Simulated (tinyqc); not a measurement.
# From 1S(3/2) binding energy back to dielectric constant eps

Model: shallow acceptor in the spherical model (Baldereschi-Lipari), strong spin-orbit limit. Computed by tinyqc, a small Python program. Command: `OMP_NUM_THREADS=1 python tinyqc.py 3016279 3016280 out.jsonl acceptor inv`. One thread of a shared host (Intel(R) Xeon(R) Processor @ 2.30GHz), about 0.03 s of CPU time with the checks.

The 1S(3/2) state has an s envelope f(r) and a d envelope g(r). In effective units they obey -(f'' + 2f'/r + 2f/r) + mu (g'' + 5g'/r + 3g/r^2) = E f and -(g'' + 2g'/r - 6g/r^2 + 2g/r) + mu (f'' - f'/r) = E g. The cubic term, the split-off band and the central cell are left out.

Inputs (values chosen for the exercise, modelled on ZnSe):
```
quantity                 value  unit
Luttinger gamma_1         3.84     -
Luttinger gamma_2         1.24     -
Luttinger gamma_3         1.66     -
spin-orbit gap Delta_so    429   meV
```

Constants: Ry = 13.605693123 eV; a_0 = 0.529177210903 angstrom.

Method:
- Ry* = Ry/(gamma_1 eps^2), a* = a_0 eps gamma_1, mu = (6 gamma_3 + 4 gamma_2)/(5 gamma_1), delta = (gamma_3 - gamma_2)/gamma_1; spherical masses 1/(gamma_1 (1 - mu)) (heavy) and 1/(gamma_1 (1 + mu)) (light).
- Basis: f_i = exp(-zeta_i r), g_i = r exp(-zeta_i r), weight r^2 dr, s = zeta_i + zeta_j. S_ff = 2/s^3, H_ff = zeta_i zeta_j S_ff - 2/s^2; S_gg = 24/s^5, H_gg = 8/s^3 + 24 zeta_i zeta_j/s^5 - 12/s^4; H(f_i, g_j) = mu (6 zeta_i^2/s^4 + 2 zeta_i/s^3); S_fg = 0. Each function is normalised by sqrt(S_ii).
- Large basis: zeta_i = 0.08 x 1.55^(i-1), i = 1..20 in each channel; overlap eigenvalues below 1e-11 are dropped.
- Binding energies are -E Ry*; the mass that fits is E(1S) eps^2/Ry.

Problem. A run gave the result below. Find the dielectric constant eps, known to lie between 7.7 and 11.

1S(3/2) binding energy = 106.3246 meV

Solution.

Each step takes the trial c = (a f_b - b f_a)/(f_b - f_a), f being the result less the target and a, b, c the logarithms of the listed values; c replaces end b, the old b replaces a if the sign of f changed, and otherwise f_a is halved.

Scan of the range:
```
dielectric constant eps  1S(3/2) binding energy (meV)
7.70                                          140.805
8.17                                          125.071
8.67                                          111.061
9.20                                           98.633
9.77                                           87.460
10.40                                          77.185
11.00                                          68.994
```

False position (Illinois rule, in the logarithm of the input) inside the bracket:
```
step    end a    end b    trial  1S(3/2) binding energy (meV)
1     8.67000  9.20000  8.86829                       106.150
2     8.67000  8.86829  8.85452                       106.480
3     8.86829  8.85452  8.86100                       106.324
4     8.85452  8.86100  8.86100                       106.325
```

1S(3/2) binding energy falls at every point of a 13-point scan of the range (every second point is shown), so one value fits; it is bracketed by 8.67 and 9.20. The scan shows a pure power law with exponent -2.000, so scaling from any one row also gives the answer directly. Answer: dielectric constant eps = 8.861.

Caution: the binding exceeds a fifth of the spin-orbit gap Delta_so, so the split-off band, left out, matters. Caution: the orbit is only a few bond lengths wide, so central-cell terms matter.
